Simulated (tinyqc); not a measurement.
## Electron mobility in a silicon inversion layer, empirical terms and Matthiessen rule: effect of the temperature

Inversion layer of sheet density Ns on a uniformly doped body. The mobility terms are empirical power laws with prefactors chosen for the exercise; adding their inverses (Matthiessen) is itself an approximation.

Nc and Nv are given at 293 K and scale as (T/293 K)^1.5; Eg is fixed. ni = sqrt(Nc Nv) exp(-Eg/(2 Vt)), Eg in volts; Ndep = sqrt(2 eps0 eps_r Nb (2 Vt ln(Nb/ni) + Vsb)/q); E = q (Ndep + eta Ns)/(eps0 eps_r), in MV/cm. With t = T/(300 K): muC = Ac (Ns/1e12 cm^-2) t/(Nb/1e17 cm^-3 + Nit/1e11 cm^-2), muP = Ap E^(-1/3) t^(-1.75), muS = As E^(-gs); 1/mu is the sum of the inverses.

Values chosen for this exercise; material values close to those of silicon:
- Eg = 1.11 eV (band gap)
- eps_r = 11.8 (relative permittivity of the semiconductor)
- Nc = 2.67e19 cm^-3 (conduction-band density of states at the reference temperature)
- Nv = 2.55e19 cm^-3 (valence-band density of states at the reference temperature)
- Nb = 1.4e18 cm^-3 (body doping)
- Vsb = 1 V (reverse body bias)
- eta = 0.5 (weight of the inversion charge in the effective field)
- Ap = 385 cm^2/(V s) (phonon-limited mobility at 1 MV/cm and 300 K)
- As = 923 cm^2/(V s) (roughness-limited mobility at 1 MV/cm)
- gs = 2 (exponent of the roughness term)
- Ac = 2700 cm^2/(V s) (Coulomb prefactor)
- Nit = 1.1e10 cm^-2 (charge at the interface)
- Ns = 3.9e12 cm^-2 (inversion density)

Constants: q = 1.602176634e-19 C, kB = 1.380649e-23 J/K, Vt = kB T/q, eps0 = 8.8541878128e-14 F/cm where lengths are in cm. Results are converted to the units shown.

Result of one run:
```
E (MV/cm),muC (cm^2/(V s)),muP (cm^2/(V s)),muS (cm^2/(V s)),mu (cm^2/(V s))
1.243,298.5,1780,597.0,179.0
```

Which temperature T gave this result: 120, 200, 400 or 450 K?

T = 120 K.

The whole series:
```
T (K),E (MV/cm),muC (cm^2/(V s)),muP (cm^2/(V s)),muS (cm^2/(V s)),mu (cm^2/(V s))
120,1.243,298.5,1780,597.0,179.0
160,1.238,398.0,1077,602.0,196.0
200,1.232,497.5,730.1,607.7,199.0
250,1.224,621.9,495.1,615.7,190.4
300,1.216,746.3,360.7,624.5,175.0
350,1.206,870.7,276.1,634.2,157.6
400,1.197,995.0,219.2,644.7,140.5
450,1.186,1119,178.9,655.9,124.9
```

As T goes from 120 to 450 K, E falls from 1.24 to 1.19 MV/cm and mu goes from 179 through a maximum of 199 (at T = 200 K among the rows listed) to 125 cm^2/(V s). The smallest term is the Coulomb one in the first row and the phonon one in the last. Coulomb scattering weakens and phonon scattering grows with T, hence the maximum. For T = 120 to 160 K dopant freeze-out and degenerate screening, left out here, matter.

Numbers from tinyqc (`OMP_NUM_THREADS=1 python tinyqc.py 2510169 2510170 out.jsonl`; about 0.01 s on one thread of a shared Intel Xeon 2.30GHz).
